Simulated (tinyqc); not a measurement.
From Raman width Gamma back to lifetime at T = 0, tau_0: decay of LO phonons and the hot-phonon bottleneck in the cooling of electrons. Computed by tinyqc, a small Python program. Command: `OMP_NUM_THREADS=1 python tinyqc.py 3008487 3008488 out.jsonl hotphonon inv`. One thread of a shared host (Intel(R) Xeon(R) Processor @ 2.30GHz), about 0.03 s of CPU time with the checks.

n(E, T) = 1/(exp(E/(k_B T)) - 1) is the Bose occupation. Electrons have a temperature T_e; the LO modes within their reach share one occupation N; the decay products stay at the lattice temperature.

Inputs (values chosen for the exercise, modelled on indium phosphide): LO energy hbar omega = 44 meV; share f of the energy in the softer product = 0.19; lattice temperature T = 500 K.

Decay channel: two unequal phonons (Ridley).

Constants: k_B = 8.617333262e-05 eV/K; c = 299792458 m/s.

Method. Decay rate 1/tau = (1/tau_0) [1 + n(f hbar omega) + n((1 - f) hbar omega)]. Full width Gamma = 1/(2 pi c tau) in 1/cm, c in cm/s.

Problem. A run gave the result below. Find the lifetime at T = 0, tau_0, known to lie between 9 and 15 ps.

Raman width Gamma = 3.32947 1/cm

Solution.

Each step takes the trial c = (a f_b - b f_a)/(f_b - f_a), f being the result less the target and a, b, c the logarithms of the listed values; c replaces end b, the old b replaces a if the sign of f changed, and otherwise f_a is halved.

Scan of the range:
```
"lifetime at T = 0, tau_0 (ps)",Raman width Gamma (1/cm)
9.0,3.80299
9.8,3.49255
10.7,3.19878
11.6,2.95060
12.7,2.69504
13.8,2.48021
15.0,2.28180
```

False position (Illinois rule, in the logarithm of the input) inside the bracket:
```
step,end a,end b,trial,Raman width Gamma (1/cm)
1,9.8000,10.7000,10.2898,3.32629
2,9.8000,10.2898,10.2710,3.33239
3,10.2898,10.2710,10.2800,3.32947
4,10.2710,10.2800,10.2800,3.32947
```

Raman width Gamma falls at every point of a 13-point scan of the range (every second point is shown), so one value fits; it is bracketed by 9.80 and 10.7. The scan shows a pure power law with exponent -1.0000, so scaling from any one row also gives the answer directly. Answer: lifetime at T = 0, tau_0 = 10.28 ps.
